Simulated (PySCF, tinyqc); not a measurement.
Worked calculation: MP2 on RHF in the sto-3g basis, for H3+, spin multiplicity 1. The lowest restricted solution is unstable here: a spin-polarised one lies 0.0003 hartree lower (PySCF). Computed by tinyqc, a small Python program that keeps every step (integrals from PySCF). Settings: charge = 1, multiplicity = 1, basis = sto-3g, method = RHF, energy threshold = 1e-10, iteration cap = 61, orthogonalisation = canonical, start = atomic densities, DIIS depth = 6. Command: `OMP_NUM_THREADS=1 python tinyqc.py 26867 26868 out.jsonl` (the two numbers bound the seeds that draw the settings). One thread of a shared host (Intel(R) Xeon(R) Processor @ 2.60GHz), about 0.09 s of CPU time with the checks. The early iterations of the SCF are left out here.

## One-electron integrals

Geometry (angstrom):
```
atom,x,y,z
H,0.000000,0.000000,0.000000
H,0.000000,0.000000,1.050000
H,0.000000,0.083000,-1.048000
```

Basis sto-3g: exponents (1/bohr^2) and contraction coefficients of normalised primitives:
```
element,l (shell),exponent,coefficient
H,s (1),3.425251,0.154329
H,s (1),0.623914,0.535328
H,s (1),0.168855,0.444635
```

Overlap, kinetic and nuclear-attraction integrals over the contracted functions; the nuclear repulsion is the sum of Za Zb / Rab.

nuclear repulsion = 1.25937442 hartree

overlap S, lower triangle:
```
,1H 1s,2H 1s,3H 1s
1H 1s,1.000000
2H 1s,0.467519,1.000000
3H 1s,0.466789,0.101005,1.000000
```

kinetic energy T (hartree), lower triangle:
```
,1H 1s,2H 1s,3H 1s
1H 1s,0.760032
2H 1s,0.093800,0.760032
3H 1s,0.093378,-0.011010,0.760032
```

nuclear attraction V (hartree), lower triangle:
```
,1H 1s,2H 1s,3H 1s
1H 1s,-2.208588
2H 1s,-0.890470,-1.969845
3H 1s,-0.888724,-0.178132,-1.969310
```

core Hamiltonian H = T + V (hartree), lower triangle:
```
,1H 1s,2H 1s,3H 1s
1H 1s,-1.448556
2H 1s,-0.796671,-1.209813
3H 1s,-0.795346,-0.189143,-1.209278
```

## Two-electron integrals

Functions are numbered as in S; the eight-fold symmetry (ij|kl) = (ji|kl) = (kl|ij) leaves the list below.

Two-electron integrals (ij|kl) in chemists' order, unique and non-zero (hartree):
```
i,j,k,l,(ij|kl)
1,1,1,1,0.774606
2,1,1,1,0.286815
2,1,2,1,0.138228
2,2,1,1,0.462060
2,2,2,1,0.286815
2,2,2,2,0.774606
3,1,1,1,0.286255
3,1,2,1,0.099023
3,1,2,2,0.156339
3,1,3,1,0.137753
3,2,1,1,0.059070
3,2,2,1,0.024701
3,2,2,2,0.046107
3,2,3,1,0.024663
3,2,3,2,0.005179
3,3,1,1,0.461658
3,3,2,1,0.156520
3,3,2,2,0.251447
3,3,3,1,0.286255
3,3,3,2,0.046107
3,3,3,3,0.774606
```

## Orthogonalisation

S = U s U^T; canonical form X = U s^(-1/2), so that X^T S X = 1. Each column of U has its largest component positive (the first on a tie).

eigenvalues of S: 0.387919  0.898995  1.713086

X:
```
,1,2,3
1H 1s,1.177782,-0.000264,0.519254
2H 1s,-0.772424,-0.745162,0.396539
3H 1s,-0.770744,0.746383,0.396074
```

## Iteration 7 (converged): orbitals

converged F (hartree), lower triangle:
```
,1H 1s,2H 1s,3H 1s
1H 1s,-0.747871
2H 1s,-0.598141,-0.534841
3H 1s,-0.597318,-0.234293,-0.534549
```

Diagonalise F' = X^T F X, C = X C', fill 1 alpha and 1 beta electrons from the bottom; D = 2 C_occ C_occ^T. Each column has its largest component positive (the first on a tie).

F' = X^T F X (hartree), lower triangle:
```
,1,2,3
1,0.219721
2,0.000032,-0.334153
3,-0.066122,-0.000014,-0.935209
```

orbital energies (hartree): MO1 -0.938982, MO2 -0.334153, MO3 0.223494

coefficients C:
```
,MO1,MO2,MO3
1H 1s,0.585512,-0.000344,1.146285
2H 1s,0.351872,-0.745122,-0.793806
3H 1s,0.351534,0.746423,-0.792013
```

D after iteration 7, lower triangle:
```
,1H 1s,2H 1s,3H 1s
1H 1s,0.685649
2H 1s,0.412051,0.247628
3H 1s,0.411655,0.247390,0.247153
```

## Convergence

Stop when the energy changes by less than 1e-10 hartree and every element of the error matrix X^T (F D S - S D F) X is below 3e-06.

Course of the cycle:
```
iteration,E (hartree),change,largest element of the error matrix
1,-0.66292469,-,7.95e-02
2,-1.17784593,-5.15e-01,1.11e-02
3,-1.17790441,-5.85e-05,2.48e-03
4,-1.17790742,-3.01e-06,2.48e-04
5,-1.17790744,-2.12e-08,1.37e-04
6,-1.17790745,-9.25e-09,4.70e-06
7,-1.17790745,-7.17e-12,2.76e-06
```

PySCF RHF in the same basis = -1.17790745 hartree

Converged in 7 iterations.

## Integrals over molecular orbitals

(pq|rs) = sum C_ip C_jq C_kr C_ls (ij|kl), one index at a time.

one-electron integrals over orbitals h = C^T H C (hartree), lower triangle:
```
,1,2,3
1,-1.498300
2,0.000214,-1.135049
3,-0.094835,-0.000156,-0.768115
```

Two-electron integrals over orbitals (pq|rs), unique and non-zero (hartree):
```
p,q,r,s,(pq|rs)
1,1,1,1,0.559317
2,1,1,1,-0.000214
2,1,2,1,0.146447
2,2,1,1,0.473671
2,2,2,1,0.000324
2,2,2,2,0.527093
3,1,1,1,0.094835
3,1,2,1,0.000073
3,1,2,2,-0.041112
3,1,3,1,0.137134
3,2,1,1,0.000114
3,2,2,1,-0.142035
3,2,2,2,-0.000337
3,2,3,1,-0.000185
3,2,3,2,0.159743
3,3,1,1,0.564372
3,3,2,1,-0.000321
3,3,2,2,0.503158
3,3,3,1,0.081683
3,3,3,2,0.000260
3,3,3,3,0.601977
```

## Second-order Moller-Plesset energy

Hartree-Fock energy = -1.17790745 hartree

E2 = sum_ijab (ia|jb) [2 (ia|jb) - (ib|ja)] / (e_i + e_j - e_a - e_b) over occupied i, j and virtual a, b; the opposite-spin part is (ia|jb)^2 / denominator, the rest is same-spin, and SCS-MP2 scales them by 6/5 and 1/3.

Terms:
```
i,j,a,b,(ia|jb),(ib|ja),denominator,term
1,1,2,2,0.146447,0.146447,-1.209657,-0.017730
1,1,3,3,0.137134,0.137134,-2.324952,-0.008089
1,1,2,3,0.000073,0.000073,-1.767305,-3.02e-09
1,1,3,2,0.000073,0.000073,-1.767305,-3.02e-09
```

Pair energies (hartree; pair i-j sums ij and ji):
```
pair,opposite spin,same spin
1-1,-0.025818,0
```

MP2 correlation energy = -0.02581832 hartree

SCS-MP2 correlation energy = -0.03098198 hartree

MP2 total energy = -1.20372577 hartree
